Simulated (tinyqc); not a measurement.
Low-temperature mobility of a two-dimensional electron gas with static screening: one step, computed by the program tinyqc. Command: `OMP_NUM_THREADS=1 python tinyqc.py 3008401 3008402 out.jsonl twodeg walk`. One thread of a shared host (Intel(R) Xeon(R) Processor @ 2.30GHz), about 0.01 s of CPU time with the checks.

One subband is filled, the gas is degenerate and scatters at the Fermi circle; one permittivity serves on both sides of the interface. All formulas are in SI units, masses times m_0. Piezoelectric and polar phonons are left out, and n_s is taken as set by a gate, independent of N_i.

Problem. Interface roughness. Form factors with u = q/b: screening G(q) = [1 + 9u/8 + 3u^2/8]/(1 + u)^3, remote charge P(q) = exp(-q d)/(1 + u)^3. Dielectric function eps(q) = 1 + q_TF G(q)/q, with q = 2 k_F sin(theta/2). Roughness: <|U|^2> = (e F)^2 S(q), S = pi Delta^2 Lambda^2/(1 + q^2 Lambda^2/2)^(3/2). 1/tau_t = (m/(pi hbar^3)) int_0^pi (1 - cos theta) <|U|^2>/eps(q)^2 dtheta; the quantum rate 1/tau_q drops the factor (1 - cos theta); 200 Gauss-Legendre points in s with theta = pi s^2, s from 0 to 1; mu = e tau_t/m.

Inputs (values chosen for the exercise, modelled on a silicon inversion layer):
```
quantity                                        value    unit
in-plane mass m                                 0.189     m_0
permittivity eps                                 11.6       -
roughness height Delta                           0.37      nm
correlation length Lambda                         2.1      nm
remote charge density N_i                     7.7e+10  1/cm^2
distance d of the charges from the interface     0.68      nm
```

Wave function: Fang-Howard. Roughness spectrum: exponential.

k_F = 0.2310997 1/nm

b = 1.111378 1/nm

q_TF = 1.231580 1/nm

effective field F = 0.1364934 MV/cm

Constants: m_0 = 9.1093837015e-31 kg; hbar = 1.054571817e-34 J s; e = 1.602176634e-19 C; eps_0 = 8.8541878128e-12 F/m.

Give: tau_t, roughness; tau_q, roughness; roughness mobility; tau_t/tau_q, roughness.

Solution.

tau_t, roughness = 9.535 ps

tau_q, roughness = 13.55 ps

roughness mobility = 88733 cm^2/(V s)

tau_t/tau_q, roughness = 0.7038

k_F Lambda = 0.49: the roughness is short against the Fermi wavelength and scatters through large angles.
